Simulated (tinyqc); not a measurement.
Polycrystal bounds against single-crystal directions: anisotropic elasticity and sound waves of a cubic crystal. Computed by tinyqc, a small Python program. Command: `OMP_NUM_THREADS=1 python tinyqc.py 3031217 3031218 out.jsonl cubicelastic walk`. One thread of a shared host (Intel(R) Xeon(R) Processor @ 2.30GHz), about 0.01 s of CPU time with the checks.

Voigt order 1..6 = xx, yy, zz, yz, xz, xy, with engineering shear strains. The rotated frame has x' as named, z' along the wafer normal and y' = z' x x'.

Inputs (values chosen for the exercise, modelled on gold): C11 = 194.7 GPa; C12 = 160.7 GPa; C44 = 41.44 GPa.

Frame: (113) wafer, x' along [1-10].

Method. S11 = (C11 + C12)/D, S12 = -C12/D, D = (C11 - C12)(C11 + 2 C12), S44 = 1/C44. Zener ratio A = 2 C44/(C11 - C12); S0 = S11 - S12 - S44/2; H = 2 C44 + C12 - C11. B = (C11 + 2 C12)/3; Voigt G = (C11 - C12 + 3 C44)/5; Reuss G = 5/(4 (S11 - S12) + 3 S44); Hill is their mean; E = 9BG/(3B + G), nu = (3B - 2G)/(6B + 2G). Along <hkl>, with g = 0, 1/4, 1/3: 1/E = S11 - 2 S0 g; for a film with that normal C33 = C11 + 2 H g and M = [6B - (3B - C33) - (3B - C33)^2/C33]/2.

S11 = 20.2537 1/TPa

S12 = -9.15805 1/TPa

S44 = 24.1313 1/TPa

S0 = 17.3461 1/TPa

H = 48.88 GPa

Zener ratio A = 2.43765

bulk modulus B = 172.03 GPa

Averages:
```
average  G (GPa)  E (GPa)       nu
Voigt     31.664   89.501  0.41329
Reuss     26.310   75.102  0.42724
Hill      28.987   82.337  0.42023
```

Directions:
```
direction  E (GPa)  biaxial modulus M (GPa)
<100>        49.37                    90.13
<110>        86.35                   166.41
<111>       115.08                   188.20
```

What follows from these numbers?

The bounds on G differ by 20 %, while E varies by a factor 2.33 with direction; with A above 1 the stiffest axis is <111>. Under a fixed mismatch strain, grains with a <100> normal store the least energy.

Extremes, crossings and ranges named in words are read from the listed rows.
